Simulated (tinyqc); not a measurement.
Minority-electron transport through the base of a bipolar transistor (Moll-Ross and Kroemer integrals). Changing the doping ratio N_0/N(W). Computed by tinyqc, a small Python program. Command: `OMP_NUM_THREADS=1 python tinyqc.py 3008256 3008257 out.jsonl base sweep`. One thread of a shared host (Intel(R) Xeon(R) Processor @ 2.30GHz), about 0.01 s of CPU time with the checks.

Low injection, one dimension, x from the emitter edge (0) to the collector edge (W), s = x/W. Recombination is treated as a small correction (valid for tau_B well below tau_n), computed from the stored charge.

Inputs (values chosen for the exercise, modelled on silicon): intrinsic density n_i at the emitter edge = 9.5e+09 1/cm^3; base doping at the emitter edge N_0 = 1.5e+19 1/cm^3; base width W = 40 nm; mu_min = 160 cm^2/(V s); mu_max = 1360 cm^2/(V s); N_ref = 1.4e+17 1/cm^3; saturation velocity v_s = 0.92 1e7 cm/s; electron lifetime tau_n = 0.4 ns; emitter Gummel number G_E = 9.9e+12 s/cm^4; base-emitter voltage V_BE = 0.64 V; temperature T = 300 K.

Base doping profile: Gaussian. Gap grading: none. Exit of the base: saturation velocity.

Constants: k_B = 8.617333262e-05 eV/K; e = 1.602176634e-19 C.

Method:
- N(x) = N_0 (ratio)^(-s^2); n_i(x) = n_i; D(x) = (k_B T/e) mu, mu = mu_min + (mu_max - mu_min)/(1 + (N/N_ref)^0.7).
- Field that drives electrons towards the collector, averaged over the base: (k_B T/e) ln[N_0 n_i(W)^2/(N(W) n_i^2)]/W.
- With y(x) = N n_i^2/(D n_i(x)^2): base Gummel number G_B = int_0^W y dx + N(W) n_i^2/(v_s n_i(W)^2); J_C = e n_i^2 exp(e V_BE/k_B T)/G_B; n(x) = (J_C/e)(n_i(x)^2/(N n_i^2)) [int_x^W y dx + the same exit term]; transit time tau_B = (e/J_C) int n dx; trapezoid rule on 401 even points.
- Emitter-limited gain beta_E = G_E/G_B; recombination-limited gain beta_R = tau_n/tau_B; 1/beta = 1/beta_E + 1/beta_R; f_T from the base alone = 1/(2 pi tau_B).

One run for each value; columns: (1) doping ratio N_0/N(W); (2) base transit time tau_B (ps); (3) base Gummel number G_B (s/cm^4); (4) mean built-in field (kV/cm); (5) current gain beta:
```
(1)    (2)        (3)    (4)    (5)
1.5  1.628  1.092e+13   2.62  0.903
3.4  1.171  8.150e+12   7.91  1.210
7.9  0.876  6.492e+12  13.36  1.520
18   0.687  5.492e+12  18.68  1.797
41   0.559  4.827e+12  24.00  2.045
95   0.467  4.346e+12  29.43  2.272
220  0.400  3.986e+12  34.86  2.477
500  0.350  3.711e+12  40.17  2.662
```

What does the table show, and why?

Over the rows, base transit time tau_B (ps) falls from 1.63 to 0.350 (exponent d ln y / d ln x -0.40 between the first rows and -0.16 between the last); base Gummel number G_B (s/cm^4) falls from 1.09e13 to 3.71e12 (exponent d ln y / d ln x -0.36 between the first rows and -0.087 between the last); mean built-in field (kV/cm) rises from 2.62 to 40.2 (exponent d ln y / d ln x 1.3 between the first rows and 0.17 between the last). A steeper profile adds a drift field and raises the mobility near the collector, at fixed N_0.

Caution (rows 1.50): a current gain below 1 is far from a working transistor: the base is too heavily doped or too wide for this emitter and lifetime. Caution (rows 220, 500): the mean velocity exceeds v_s, so drift-diffusion with a low-field mobility overstates the speed.
